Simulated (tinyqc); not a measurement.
Changing the surface concentration C_s: concentration-dependent dopant diffusion with charged defects and the built-in field. Computed by tinyqc, a small Python program. Command: `OMP_NUM_THREADS=1 python tinyqc.py 3027835 3027836 out.jsonl extrinsic sweep`. One thread of a shared host (Intel(R) Xeon(R) Processor @ 2.30GHz), about 0.7 s of CPU time with the checks.

A constant source C_s feeds a half space. The dopant moves through neutral point defects and through charged ones, whose number grows with the majority carrier density n.

Inputs (values chosen for the exercise, modelled on antimony in silicon): neutral prefactor D0x = 0.226 cm^2/s; neutral activation energy E0 = 3.63 eV; singly charged prefactor D01 = 14.5 cm^2/s; activation energy E1 = 4.1 eV; junction level C_B = 2.7e+15 1/cm^3; temperature T = 1075 C; time t = 580 s.

Field enhancement: on.

Constants: k_B = 8.617333262e-05 eV/K.

Method:
- n_i = 3.87e16 T^1.5 exp(-7014/T) per cm^3 (T in kelvin, an empirical form); each D = prefactor x exp(-E/(k_B T)); the intrinsic diffusivity D_i is their sum.
- Temperatures in kelvin are T(C) + 273.15.
- n = C/2 + sqrt(C^2/4 + n_i^2); D(C) = h [Dx + D1 (n/n_i)], h = 1 + C/sqrt(C^2 + 4 n_i^2).
- With y = x/sqrt(D_s t), u = C/C_s and q = -(D/D_s) du/dy: du/dy = -q D_s/D, dq/dy = -(y/2) q D_s/D, u(0) = 1. The surface flux q(0) is shot so that u tends to 0 (LSODA, an adaptive multistep solver, relative tolerance 1e-10). Dose Q = 2 q(0) C_s sqrt(D_s t).
- The junction lies where C = C_B.

One run for each value; columns: (1) surface concentration C_s (1/cm^3); (2) enhancement D_s/D_i; (3) junction depth x_j (nm); (4) dose Q (1/cm^2); (5) junction in units of sqrt(D_s t):
```
(1)          (2)     (3)         (4)     (5)
5.00e+17   1.037  108.04  1.5618e+12  3.8776
1.50e+18   1.113  121.82  4.7936e+12  4.2202
4.60e+18   1.368  135.98  1.5742e+13  4.2479
1.40e+19   2.264  152.93  5.7451e+13  3.7144
4.30e+19   5.222  179.95  2.5135e+14  2.8774
1.30e+20  13.984  230.05  1.2062e+15  2.2479
4.00e+20  41.088  330.79  6.2754e+15  1.8857
```

Describe and explain the trends.

Over the rows, enhancement D_s/D_i rises from 1.04 to 41.1 (exponent d ln y / d ln x 0.064 between the first rows and 0.96 between the last); junction depth x_j (nm) rises from 108 to 331 (exponent d ln y / d ln x 0.11 between the first rows and 0.32 between the last); dose Q (1/cm^2) rises from 1.56e12 to 6.28e15 (exponent d ln y / d ln x 1.0 between the first rows and 1.5 between the last). At the high end the exponent of enhancement D_s/D_i is 0.96, close to 1: singly charged defects follow n. At the low end the exponent of dose Q is 1.02, close to 1: the intrinsic, linear regime. At the high end the exponent of dose Q is 1.47, close to 1.5: D proportional to C: Q scales as C_s sqrt(C_s). In units of sqrt(D_s t), D_s = D(C_s), the junction is deepest, 4.25, at C_s = 4.6e18 among these rows and ends at 1.89: a larger C_s/C_B pushes it out along the tail, while the tail diffuses with D_i, ever further below D_s.

Caution (rows 4.30e19, 1.30e20, 4.00e20): at such concentrations dopants can cluster or exceed their solubility; the active fraction and the diffusivity then fall below the model.
